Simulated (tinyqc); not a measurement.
# Ground and coupling capacitance from two measurements

Problem. A line has Cg to the planes and Cc to each of two neighbours. Find Cg, Cc, the load when both neighbours switch in antiphase, and the pulse on the line when it floats and both neighbours swing by Vx.

Parameters, values chosen for the exercise: swing Vx = 0.7 V.

capacitance with neighbours driven alike and with neighbours grounded (aF/um): 52  144

Answer. Driven alike, Cc carries no charge, which leaves Cg; grounded neighbours give Cg + 2 Cc, antiphase Cg + 4 Cc; a floating line divides the swing as 2 Cc/(Cg + 2 Cc).

Cg = 52.0 aF/um
Cc = 46.0 aF/um
load in antiphase = 236 aF/um
pulse = 0.447 V

tinyqc, about 0.8 s, one thread, Intel Xeon 2.30GHz (shared host): `OMP_NUM_THREADS=1 python tinyqc.py 2790217 2790218 out.jsonl`
